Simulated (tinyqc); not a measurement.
Inside a calculation. Model: AlGaN/GaN HEMT with access regions, lumped model.

Computed by the program tinyqc: `OMP_NUM_THREADS=1 python tinyqc.py 2570084 2570085 out.jsonl`, one thread of a shared Intel Xeon 2.30GHz, about 0.01 s for the whole run. Printed values are rounded.

A polarisation-induced electron sheet under a Schottky gate, in series with two ungated access regions and contacts. Drift law v = mu E/(1 + mu E/vs) under the gate. Currents in mA/mm, resistances in ohm mm. No self-heating, no channel-length modulation; fits for polarisation, barrier and offset are chosen for the exercise.

Inputs (values chosen for the exercise); values close to those of AlGaN/GaN structures: aluminium share of the barrier x = 0.18; barrier thickness d = 20 nm; relative permittivity of barrier and channel eps_r = 9.1; channel mobility mu = 1200 cm^2/(V s); saturation velocity vs = 1.6e7 cm/s; gate length Lg = 0.25 um; source access length Ls = 1.5 um; drain access length Ld = 8 um; resistance of each contact Rc = 0.18 ohm mm; share of the drain-access electrons removed by traps ft = 0; gate voltage Vg = 1 V; critical field Ec = 3.2 MV/cm; depth over which the depleted charge spreads te = 0.23 um; insulator under the field plate tf = 300 nm; relative permittivity of that insulator ei = 7.5.

Constants: q = 1.602176634e-19 C, eps0 = 8.8541878128e-14 F/cm where lengths are in cm. Results are converted to the units shown.

## Polarisation charge, threshold and sheet resistance

sigma = (5e13 x + 1.6e13 x^2) cm^-2, phiB = 0.84 + 1.3 x, dEc = 0.7 (1.71 x + x^2) in volts, Cb = eps0 eps_r/d, VT = phiB - dEc - q sigma/Cb, access density n0 = -Cb VT/q. Rsh = 1/(q mu n0); largest access current q n0 vs.

sigma = 9.51840e12 cm^-2
Cb = 0.402866 uF/cm^2
VT = -2.94956 V
n0 = 7.41664e12 cm^-2
Rsh = 701.296 ohm
q n0 vs = 1901.24 mA/mm

## On-resistance and breakdown

sigma = (5e13 x + 1.6e13 x^2) cm^-2, phiB = 0.84 + 1.3 x, dEc = 0.7 (1.71 x + x^2) in volts, Cb = eps0 eps_r/d, VT = phiB - dEc - q sigma/Cb, access density n0 = -Cb VT/q. Ron = 2 Rc + Ls/(q mu n0) + Ld/(q mu (1 - ft) n0) + Lg/(mu Cb (Vg - VT)). Off state: a depleted stretch that holds the voltage V has the peak field sqrt(k V), k = 2 q n0/(eps0 eps_r te), so one edge holds V1 = Ec^2/k. The sheet under the plate pinches off at Vf = q n0 (1/Cb + tf/(eps0 ei)); beyond it the gate edge is screened. BV = V1 if Vf >= V1, else Vf + V1, and at most Ec Ld. Specific resistance Ron (Ls + Lg + Ld); figure of merit BV^2 over it.

Ron = 7.15324 ohm mm
Vf = 56.6316 V
V1 = 79.8492 V
BV = 136.481 V
specific resistance = 0.697441 mohm cm^2
figure of merit = 26.7076 MW/cm^2

The plate raises BV by a factor of 1.71.
